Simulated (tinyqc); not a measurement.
p-n diode with diffusion and depletion-layer recombination: one step of the calculation.

Abrupt junction in the depletion approximation, low injection, full ionisation, neutral widths fixed, ohmic contact on the p side. Vj is the junction voltage; where a series resistance Rs is given, V = Vj + J Rs is the terminal voltage.

Task. New Vj. Diffusion current alone: J = J0 (exp(Vj/Vt) - 1), g = Vj + J Rs - V, g' = 1 + Rs J0 exp(Vj/Vt)/Vt, Vj(new) = Vj - g/g'.

Values chosen for this exercise; band and dielectric values close to those of silicon: temperature T = 300 K; series resistance Rs = 0.022 ohm cm^2; terminal voltage V = 0.65 V.

Constants: q = 1.602176634e-19 C, kB = 1.380649e-23 J/K, Vt = kB T/q. Results are converted to the units shown.

Vj after iteration 1 = 0.66248505 V
J0 = J0n + J0p = 7.9176320e-11 A/cm^2

Give: J; g; g'; Vj after iteration 2.

Result.

J = 10.66 A/cm^2
g = 0.2471 V
g' = 10.07
Vj after iteration 2 = 0.6380 V

Program tinyqc, `OMP_NUM_THREADS=1 python tinyqc.py 2260153 2260154 out.jsonl`; Intel Xeon 2.30GHz, shared host, one thread, about 0.01 s.
